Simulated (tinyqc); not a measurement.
ROHF in the 6-31g basis, for H3, spin multiplicity 2, step by step (part 2 of 2). Computed by tinyqc, a small Python program that keeps every step (integrals from PySCF). Command: `OMP_NUM_THREADS=1 python tinyqc.py 20222 20223 out.jsonl` (the two numbers bound the seeds that draw the settings). One thread of a shared host (Intel(R) Xeon(R) Processor @ 2.60GHz), about 0.08 s of CPU time with the checks.

Geometry (angstrom):
```
atom         x         y         z
H     0.000000  0.000000  0.000000
H     0.000000  0.000000  1.215000
H     0.000000  1.162000  0.357000
```

## Convergence

Stop when the energy changes by less than 1e-08 hartree and every element of the error matrix X^T (F D S - S D F) X is below 3e-05.

Course of the cycle:
```
iteration  E (hartree)     change  largest element of the error matrix
1          -1.44154342          -                             2.97e-01
2          -1.50211649  -6.06e-02                             3.72e-02
3          -1.50289820  -7.82e-04                             4.89e-03
4          -1.50291248  -1.43e-05                             1.96e-04
5          -1.50291261  -1.34e-07                             8.98e-05
6          -1.50291270  -8.42e-08                             8.86e-05
7          -1.50291246   2.33e-07                             8.41e-05
8          -1.50290894   3.52e-06                             7.23e-05
9          -1.50290818   7.58e-07                             8.07e-05
10         -1.50290812   6.62e-08                             2.53e-05
11         -1.50290811   3.31e-09                             1.65e-05
```

PySCF ROHF in the same basis = -1.50290811 hartree

Converged in 11 iterations.

## Populations, bond orders and dipole

D(alpha) after iteration 11, lower triangle:
```
          1H 1s     1H 2s      2H 1s      2H 2s     3H 1s     3H 2s
1H 1s  0.068043
1H 2s  0.076880  0.087564
2H 1s  0.049357  0.047736   0.128179
2H 2s  0.047780  0.033597   0.269162   0.628851
3H 1s  0.056098  0.070460  -0.040694  -0.167211  0.117953
3H 2s  0.065477  0.092750  -0.168377  -0.502025  0.244171  0.567472
```

D(beta) after iteration 11, lower triangle:
```
          1H 1s     1H 2s     2H 1s     2H 2s     3H 1s     3H 2s
1H 1s  0.067998
1H 2s  0.076654  0.086411
2H 1s  0.051348  0.057885  0.038775
2H 2s  0.052887  0.059619  0.039937  0.041133
3H 1s  0.054278  0.061188  0.040988  0.042216  0.043327
3H 2s  0.060704  0.068432  0.045841  0.047214  0.048456  0.054193
```

overlap S, lower triangle:
```
          1H 1s     1H 2s     2H 1s     2H 2s     3H 1s     3H 2s
1H 1s  1.000000
1H 2s  0.658292  1.000000
2H 1s  0.139680  0.329341  1.000000
2H 2s  0.329341  0.653702  0.658292  1.000000
3H 1s  0.139428  0.329114  0.066467  0.247464  1.000000
3H 2s  0.329114  0.653426  0.247464  0.548364  0.658292  1.000000
```

Mulliken: Z minus the diagonal of D S on the atom; Loewdin: the same with S^(1/2) D S^(1/2); Mayer order: 2 sum_s sum (D(s) S)_ij (D(s) S)_ji over the two atoms.

Charges (e):
```
atom   Mulliken    Loewdin  Mulliken spin
1H     0.139338   0.168419      -0.000053
2H    -0.076197  -0.093961       0.545153
3H    -0.063142  -0.074458       0.454899
```

Mayer bond orders:
```
pair     order
2-1   0.440299
3-1   0.540017
3-2   0.179169
```

dipole moment about the origin, x y z (debye): 0.000000  -0.356588  -0.562426
